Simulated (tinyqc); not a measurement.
Which roughness does what: X-ray reflectivity of a thin film on silicon: critical angles, Parratt recursion, fringes and roughness. Computed by tinyqc, a small Python program. Command: `OMP_NUM_THREADS=1 python tinyqc.py 3121351 3121352 out.jsonl xrr walk`. One thread of a shared host (Intel(R) Xeon(R) Processor @ 2.30GHz), about 0.01 s of CPU time with the checks.

n = 1 - delta + i beta; the classical electron radius is r_e = 2.8179403e-6 nm. Layer 0 is vacuum, 1 the film, 2 the substrate.

Inputs (values chosen for the exercise, modelled on copper on silicon, copper K-alpha radiation):
```
quantity                                        value     unit
wavelength lambda                             0.15406       nm
film density rho                                 8.51   g/cm^3
effective electrons per unit mass, film         0.458    mol/g
beta/delta, film                                0.022        -
film thickness d                                 51.1       nm
roughness of the surface sigma_1                 0.25       nm
roughness of the interface sigma_2               0.68       nm
substrate density                                2.33   g/cm^3
effective electrons per unit mass, substrate    0.507    mol/g
beta/delta, substrate                           0.023        -
grazing angle theta                              1.93  degrees
```

Constants: N_A = 6.02214076e+23 1/mol.

Method:
- delta = r_e lambda^2 rho_e/(2 pi), rho_e = density x electrons per mass x N_A; critical angle sqrt(2 delta), q_c = 4 sqrt(pi r_e rho_e).
- k_j = (2 pi/lambda) sqrt(sin^2 theta - 2 delta_j + 2 i beta_j); r_ij = (k_i - k_j)/(k_i + k_j) x exp(-2 k_i k_j sigma^2) (Nevot-Croce); r = (r_01 + r_12 p)/(1 + r_01 r_12 p), p = exp(2 i k_1 d); R = |r|^2.
- Far above the critical angle the period is d theta = lambda/(2 d), or 2 pi/d in q; the envelope runs between (|r_01| - |r_12 p|)^2 and (|r_01| + |r_12 p|)^2; contrast = 2 a b/(a^2 + b^2) with a = |r_01|, b = |r_12 p|; roughness factors on the amplitudes are about exp(-q^2 sigma^2/2).
- R is averaged over one period above each angle (64 points); contrast = (max - min)/(max + min) of R theta^4 over that period. Cases: smooth; only sigma_1; only sigma_2; both.

period in theta = 0.0863697 degrees

Constants:
```
layer      rho_e (1/nm^3)        delta         beta  critical angle (degrees)  q_c (1/nm)
film              2347.18  2.49849e-05  5.49668e-07                  0.405020    0.576599
substrate          711.40  7.57263e-06  1.74170e-07                  0.222977    0.317437
```

Mean R and contrast:
```
theta (degrees)    R smooth  contrast  R, sigma_1  contrast, sigma_1  R, sigma_2  contrast, sigma_2     R, both  contrast, both
0.8              5.3894e-03   0.88954  5.0846e-03            0.90696  4.8500e-03            0.75789  4.5392e-03         0.77475
1.2              1.0864e-03   0.90526  9.5611e-04            0.94021  8.6703e-04            0.57776  7.3490e-04         0.62706
1.8              2.2632e-04   0.91471  1.7285e-04            0.97706  1.5926e-04            0.27639  1.0629e-04         0.34533
2.5              5.9936e-05   0.92136  3.6866e-05            0.99974  4.1447e-05            0.06980  1.8514e-05         0.11550
3.5              1.5979e-05   0.92588  7.2919e-06            0.92463  1.0862e-05            0.00409  2.2461e-06         0.03840
```

What does the comparison show, and why?

At 2.5 degrees sigma_1 alone multiplies the mean R by 0.62 and sigma_2 alone by 0.69; the contrast goes from 0.92 (smooth) to 1.00 and 0.07.
